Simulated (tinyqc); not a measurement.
Ion-assisted plasma etching: sheath, surface coverage, synergy and aspect-ratio dependence: one step, computed by the program tinyqc.

Radicals adsorb on bare sites; ions remove covered sites with a high yield and bare sites by sputtering; a slow spontaneous reaction acts everywhere, walls included.

Problem. Rate at the floor of the feature. Transmission of a round hole: K = 1/(1 + 3A/4), walls that scatter diffusely without loss. With a loss probability S = s (1 - theta) at the floor, G_b/G_n = K/(K + S - K S); theta follows G_b, and the two are solved together. Ions are taken to reach the floor unshadowed; G_b replaces G_n in every term of the rate; A is depth over diameter. Steady coverage: s G_n (1 - theta) = x Y G_i theta; removal flux = Y G_i theta + Y_p G_i (1 - theta) + k_c G_n; rate = flux/N, 1 cm/s = 6e8 nm/min.

Inputs (values chosen for the exercise, close to those used for silicon in a halogen plasma): gas temperature T_g = 600 K; sticking coefficient s = 0.54; radicals per removed unit x = 2; spontaneous reaction probability k_c = 8.8e-05; solid density N = 5e+22 1/cm^3; aspect ratio A = 34.

Feature: round hole.

yield Y = 3.575397

sputter yield Y_p = 0.4096716

ion flux G_i = 2.442549e+15 1/(cm^2 s)

radical flux G_n = 4.084526e+16 1/(cm^2 s)

vertical rate = 63.83391 nm/min

Give: transmission K; G_b/G_n; coverage at the floor; rate at the floor; floor rate over open-field rate.

Solution.

transmission K = 0.03774

G_b/G_n = 0.07353

coverage at the floor = 0.08496

rate at the floor = 19.89 nm/min

floor rate over open-field rate = 0.3117

The lag is 69 %. Caution: a sheath of several millimetres is collisional at usual pressures, which lowers the ion energy and widens the angles. Caution: at this aspect ratio many ions strike the walls, so ion shadowing, left out here, adds to the lag.
